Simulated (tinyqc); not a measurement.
## Electron mobility in a silicon inversion layer, empirical terms and Matthiessen rule: effect of the reverse body bias

Inversion layer of sheet density Ns on a uniformly doped body, under a high-permittivity gate with an interlayer. The mobility terms are empirical power laws with prefactors chosen for the exercise; adding their inverses (Matthiessen) is itself an approximation.

ni = sqrt(Nc Nv) exp(-Eg/(2 Vt)), Eg in volts; Ndep = sqrt(2 eps0 eps_r Nb (2 Vt ln(Nb/ni) + Vsb)/q); E = q (Ndep + eta Ns)/(eps0 eps_r), in MV/cm. With t = T/(300 K): muC = Ac (Ns/1e12 cm^-2) t/(Nb/1e17 cm^-3 + Nit/1e11 cm^-2), muP = Ap E^(-1/3) t^(-1.75), muS = As E^(-gs), muR = Ar exp(2 ti/lr)/t; 1/mu is the sum of the inverses.

Inputs (values chosen for the exercise); material values close to those of silicon: temperature T = 300 K; band gap Eg = 1.13 eV; relative permittivity of the semiconductor eps_r = 11.9; conduction-band density of states at T Nc = 2.75e19 cm^-3; valence-band density of states at T Nv = 2.68e19 cm^-3; body doping Nb = 2e17 cm^-3; weight of the inversion charge in the effective field eta = 0.5; phonon-limited mobility at 1 MV/cm and 300 K Ap = 422 cm^2/(V s); roughness-limited mobility at 1 MV/cm As = 1250 cm^2/(V s); exponent of the roughness term gs = 2; Coulomb prefactor Ac = 2000 cm^2/(V s); charge at the interface Nit = 4.2e11 cm^-2; remote-phonon mobility without interlayer Ar = 340 cm^2/(V s); interlayer thickness ti = 1.3 nm; decay length of remote phonons lr = 0.5 nm; inversion density Ns = 8.9e12 cm^-2.

Constants: q = 1.602176634e-19 C, kB = 1.380649e-23 J/K, Vt = kB T/q, eps0 = 8.8541878128e-14 F/cm where lengths are in cm. Results are converted to the units shown.

The same in every row: muC (cm^2/(V s)) = 2871; muR (cm^2/(V s)) = 6.163e4.

Effect of the reverse body bias:
```
Vsb (V)  E (MV/cm)  muP (cm^2/(V s))  muS (cm^2/(V s))  mu (cm^2/(V s))
0           0.9075             435.9              1518            301.4
0.4         0.9553             428.5              1370            291.7
0.8         0.9960             422.6              1260            283.7
1.2          1.032             417.6              1174            276.9
1.6          1.065             413.3              1103            270.9
2            1.095             409.4              1043            265.5
2.4          1.123             406.0             991.1            260.6
```

What does the table show?

As Vsb goes from 0 to 2.4 V, E rises from 0.908 to 1.12 MV/cm and mu falls from 301 to 261 cm^2/(V s). The phonon term is the smallest in the first and the last row.

Computed by the program tinyqc: `OMP_NUM_THREADS=1 python tinyqc.py 2510157 2510158 out.jsonl`, one thread of a shared Intel Xeon 2.30GHz, about 0.01 s for the whole run.
